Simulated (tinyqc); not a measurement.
Inside a calculation. Model: sheet resistance of a shallow doped layer with concentration-dependent mobility and limited activation. Computed by tinyqc, a small Python program that keeps every step. Command: `OMP_NUM_THREADS=1 python tinyqc.py 3004171 3004172 out.jsonl irvin walk`. One thread of a shared host (Intel(R) Xeon(R) Processor @ 2.30GHz), about 0.02 s of CPU time with the checks. Intermediate numbers are printed to about 6 digits and carried at full precision; extremes and crossings named in words are read from the listed rows.

A layer of one dopant lies in a background of the opposite type. Current flows parallel to the surface down to the junction; depletion is ignored.

Inputs (values chosen for the exercise, modelled on phosphorus in silicon): surface concentration C_s = 1.5e+19 1/cm^3; length l = 41 nm; background C_B = 1.3e+17 1/cm^3; mobility floor mu_min = 71.6 cm^2/(V s); mobility mu_max = 1380 cm^2/(V s); reference density N_r = 9.41e+16 1/cm^3; exponent alpha = 0.723; prefactor of the active limit = 9.1e+21 1/cm^3; energy of the active limit = 0.331 eV; anneal temperature T = 1100 C.

Profile: Gaussian.

Constants: k_B = 8.617333262e-05 eV/K; e = 1.602176634e-19 C.

## Active limit and depths

C(x) = C_s exp(-x^2/(2 l^2)). Temperatures in kelvin are T(C) + 273.15. Active limit C_a = prefactor x exp(-energy/(k_B T)); the junction lies where C = C_B, and the profile exceeds C_a down to x_a (zero if C_s is below C_a). Slope at the junction in nm per decade = ln(10) C/|dC/dx|.

active limit C_a = 5.54875e+20 1/cm^3

junction depth x_j = 126.347 nm

depth x_a = 0 nm

abruptness at the junction = 30.6349 nm/decade

## Local values

Active density N = min(C, C_a); carriers n = N - C_B; mobility mu = mu_min + (mu_max - mu_min)/(1 + ((N + C_B)/N_r)^alpha). Conductivity e n mu. Depths are 0, 0.2, 0.4, 0.6, 0.8 and 0.95 of x_j.

Along the depth:
```
x (nm)    C (1/cm^3)   N (1/cm^3)  mu (cm^2/(V s))  conductivity (S/cm)
0.000    1.50000e+19  1.50000e+19          104.014              247.806
25.269   1.24052e+19  1.24052e+19          108.603              213.591
50.539   7.01694e+18  7.01694e+18          126.370              139.438
75.808   2.71468e+18  2.71468e+18          174.149               72.117
101.078  7.18318e+17  7.18318e+17          293.258               27.642
120.030  2.06539e+17  2.06539e+17          444.076                5.446
```

## Sheet resistance

Integrals from 0 to x_j, where C = C_B (Gauss-Legendre, 60 points on each smooth piece; 1 nm = 1e-7 cm): dose int C dx, carriers int n dx, mean mobility int n mu dx/int n dx, R_s = 1/(e int n mu dx).

chemical dose = 7.69201e+13 1/cm^2

sheet carrier density = 7.52776e+13 1/cm^2

mean mobility = 121.171 cm^2/(V s)

sheet resistance R_s = 684.266 ohm/square

carriers per dopant atom = 0.978646

product R_s x_j = 86455.3 ohm nm

A box at the active limit as deep as x_j would give 12.0 ohm/square, the least this anneal allows at that depth.

## Raising the surface concentration at fixed length

The last column drops the active limit.

Layers:
```
C_s (1/cm^3)  x_j (nm)  dose (1/cm^2)  mean mu (cm^2/(V s))  R_s (ohm/square)  R_s if all active
1.00e+18        82.820    4.91566e+12               292.301       5.56213e+03        5.56213e+03
3.00e+18       102.727    1.52273e+13               199.696       2.24989e+03        2.24989e+03
1.00e+19       120.833    5.12211e+13               135.351       9.28767e+02        9.28767e+02
3.00e+19       135.255    1.54008e+14               103.396       3.96486e+02        3.96486e+02
1.00e+20       149.472    5.13722e+14                85.858       1.42045e+02        1.42045e+02
2.00e+20       157.074    1.02759e+15                80.475       7.56263e+01        7.56263e+01
5.00e+20       166.592    2.56917e+15                76.298       3.18675e+01        3.18675e+01
1.00e+21       173.445    5.13847e+15                75.228       2.13059e+01        1.63138e+01
2.00e+21       180.037    1.02771e+16                74.901       1.74920e+01        8.27941e+00
```

R_s falls as C_s^-0.82 between the first rows and as C_s^-0.28 between the last. Below C_a = 5.5e20 the exponent is set by the mobility, which drops from 292 towards mu_min, and by compensation. Above C_a extra dose only widens the clipped region: in the last row R_s is 2.11 times the fully active value. Caution: in rows with more than about 2e20 active atoms per cm^3 measured mobilities fall further than this form.

Checks made by the program: sheet conductance against adaptive quadrature (relative difference below 1e-10).
